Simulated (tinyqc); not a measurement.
p-n heterojunction, non-linear Poisson equation by Newton steps, Fermi-Dirac statistics: one step of the calculation.

One dimension, material 1 (p-type) at x < 0 and material 2 (n-type) at x > 0. Band edges: Ec = -psi in material 1 and -psi + dEc in material 2, Ev = Ec - Eg. Flat quasi-Fermi levels: 0 for holes, +V for electrons. n = Nc F((EFn - Ec)/Vt), p = Nv F((Ev - EFp)/Vt), with F(eta) = F_1/2(eta) = (2/sqrt(pi)) int_0^infinity sqrt(u) du/(1 + exp(u - eta)) (Fermi-Dirac statistics); full ionisation, no interface charge, classical densities; the doping types are chosen for the exercise.

Question. Offsets and end potentials. dEv = Ev1 - Ev2 = Eg2 - Eg1 - dEc. Neutrality of the majority carriers far from the junction: Nv1 F((-psi_L - Eg1)/Vt) = N1 and Nc2 F((V + psi_R - dEc)/Vt) = N2. Total bending psi_R - psi_L.

Inputs (values chosen for the exercise); band and dielectric values close to those of GaAs and AlGaAs:
```
symbol    value   unit                                          meaning
T           350      K                                      temperature
Eg1        1.41     eV                           band gap of material 1
Nv1     1.12e19  cm^-3     valence-band density of states of material 1
Eg2        1.81     eV                           band gap of material 2
Nc2     8.88e17  cm^-3  conduction-band density of states of material 2
dEc        0.25     eV                 conduction-band offset Ec2 - Ec1
N1       7.8e15  cm^-3                   acceptor density of material 1
N2         5e17  cm^-3                      donor density of material 2
V          -2.1      V                    bias of side 1 against side 2
```

Constants: q = 1.602176634e-19 C, kB = 1.380649e-23 J/K, Vt = kB T/q. Results are converted to the units shown.

Give: dEv; psi_L; psi_R; psi_R - psi_L.

Answer.

dEv = 0.1500 eV
psi_L = -1.191 V
psi_R = 2.339 V
psi_R - psi_L = 3.529 V

The alignment is straddling (type I): dEc and dEv have the same sign.

Numbers from tinyqc (`OMP_NUM_THREADS=1 python tinyqc.py 2040095 2040096 out.jsonl`; about 0.2 s on one thread of a shared Intel Xeon 2.30GHz).
